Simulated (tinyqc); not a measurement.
# Frequency dispersion of an accumulation capacitance by border traps, distributed model: what changes with what

Traps spread evenly through the insulator exchange electrons with the semiconductor by tunnelling, with tau(x) = t0 exp(2 ka x) at depth x from the interface. The admittance per area Y seen at depth x obeys dY/dx = -Y^2/(i w eps0 eox) + q Nb ln(1 + i w tau)/tau, with Y(0) = i w Cs and w = 2 pi f; the gate sees Y(tox) = G + i w C. Working variable y = Y/(i w), in uF/cm^2. Cox = eps0 eox/tox.

Inputs (values chosen for the exercise); permittivity close to that of hafnium oxide:
```
symbol   value         unit                                               meaning
eox       18.5                             relative permittivity of the insulator
tox        5.9           nm                                   insulator thickness
Cs         1.1      uF/cm^2             semiconductor capacitance in accumulation
Nb      1.3e20  cm^-3 eV^-1                               density of border traps
ka         4.6         1/nm  decay constant of the wave function in the insulator
t0       3e-10            s              time constant of a trap at the interface
f          100           Hz                                             frequency
```

Constants: q = 1.602176634e-19 C, eps0 = 8.8541878128e-14 F/cm where lengths are in cm. Results are converted to the units shown.

Each table varies one quantity; the others keep the values above.

## Capacitance and loss against frequency

Cox; trap-free value 1/(1/Cox + 1/Cs); response depth d = ln(1/(w t0))/(2 ka), where w tau = 1; lumped estimate: all traps within d act as C_bt = q Nb d placed at d/2, so C = 1/{1/[1/(1/Cs + d/(2 eps0 eox)) + C_bt] + (tox - d/2)/(eps0 eox)}. C and G from a fine integration; dispersion -d C/d log10 f over C, from f times and over 1.1. For a broad spread of time constants G/w is close to -(pi/2) dC/d ln w.

The same in every row: trap-free C (uF/cm^2) = 0.7878.

Result of one run:
```
f (Hz)  d (nm)  C (uF/cm^2)  G/w (uF/cm^2)  dispersion (% a decade)  -(pi/2) dC/d ln w (uF/cm^2)  lumped C (uF/cm^2)
10000    1.183        1.730        0.09447                    7.975                      0.09411               1.644
```

What becomes of these results when the frequency f is changed from 10000 to 1e5 Hz, all else the same?

Result of the changed run:
```
f (Hz)  d (nm)  C (uF/cm^2)  G/w (uF/cm^2)  dispersion (% a decade)  -(pi/2) dC/d ln w (uF/cm^2)  lumped C (uF/cm^2)
1e5     0.9322        1.588         0.1003                    9.217                      0.09984               1.506
```

The whole series:
```
f (Hz)  d (nm)  C (uF/cm^2)  G/w (uF/cm^2)  dispersion (% a decade)  -(pi/2) dC/d ln w (uF/cm^2)  lumped C (uF/cm^2)
10       1.933        2.127        0.08930                    6.140                      0.08909               2.005
100      1.683        1.997        0.08937                    6.544                      0.08913               1.891
1000     1.433        1.865        0.09099                    7.129                      0.09070               1.772
10000    1.183        1.730        0.09447                    7.975                      0.09411               1.644
1e5     0.9322        1.588         0.1003                    9.217                      0.09984               1.506
1e6     0.6819        1.436         0.1093                    11.10                       0.1087               1.351
1e7     0.4317        1.267         0.1224                    14.13                       0.1221               1.175
```

C falls from 2.127 to 1.267 uF/cm^2, towards the trap-free 0.7878; each decade of frequency removes ln 10/(2 ka) = 0.250 nm from the response depth. The dispersion rises from 6.14 to 14.1 % a decade and G/w rises from 0.0893 to 0.122 uF/cm^2. G/w lies between 1.00 and 1.01 times -(pi/2) dC/d ln w, the relation for a broad spread of time constants.

## Effect of the insulator thickness

Same model as above.

The same in every row: d (nm) = 1.683.

Result of one run:
columns A: tox (nm); B: C (uF/cm^2); C: G/w (uF/cm^2); D: dispersion (% a decade); E: -(pi/2) dC/d ln w (uF/cm^2); F: lumped C (uF/cm^2); G: trap-free C (uF/cm^2)
```
A        B        C      D        E      F       G
5.6  2.072  0.09628  6.793  0.09603  1.959  0.7994
```

What becomes of these results when the insulator thickness tox is changed from 5.6 to 7.7 nm, all else the same?

Result of the changed run:
columns A: tox (nm); B: C (uF/cm^2); C: G/w (uF/cm^2); D: dispersion (% a decade); E: -(pi/2) dC/d ln w (uF/cm^2); F: lumped C (uF/cm^2); G: trap-free C (uF/cm^2)
```
A        B        C      D        E      F       G
7.7  1.638  0.06010  5.364  0.05993  1.566  0.7251
```

The whole series:
columns A: tox (nm); B: C (uF/cm^2); C: G/w (uF/cm^2); D: dispersion (% a decade); E: -(pi/2) dC/d ln w (uF/cm^2); F: lumped C (uF/cm^2); G: trap-free C (uF/cm^2)
```
A         B        C      D        E       F       G
2.2   3.623   0.2842  11.72   0.2897   3.302  0.9584
3     3.083   0.2137  10.12   0.2129   2.843  0.9156
4.1   2.556   0.1466  8.387   0.1462   2.387  0.8625
5.6   2.072  0.09628  6.793  0.09603   1.959  0.7994
7.7   1.638  0.06010  5.364  0.05993   1.566  0.7251
11    1.232  0.03398  4.029  0.03386   1.190  0.6327
15   0.9471  0.02008  3.095  0.02000  0.9223  0.5480
20   0.7347  0.01208  2.399  0.01203  0.7197  0.4695
```

As tox goes from 2.2 to 20, C falls from 3.62 to 0.735 uF/cm^2, the dispersion falls from 11.7 to 2.40 % a decade and G/w falls from 0.284 to 0.0121 uF/cm^2. The lumped estimate is 8.9 % below C in the first row and 2.1 % below it in the last.

Numbers from tinyqc (`OMP_NUM_THREADS=1 python tinyqc.py 2202031 2202032 out.jsonl`; about 0.5 s on one thread of a shared Intel Xeon 2.30GHz).
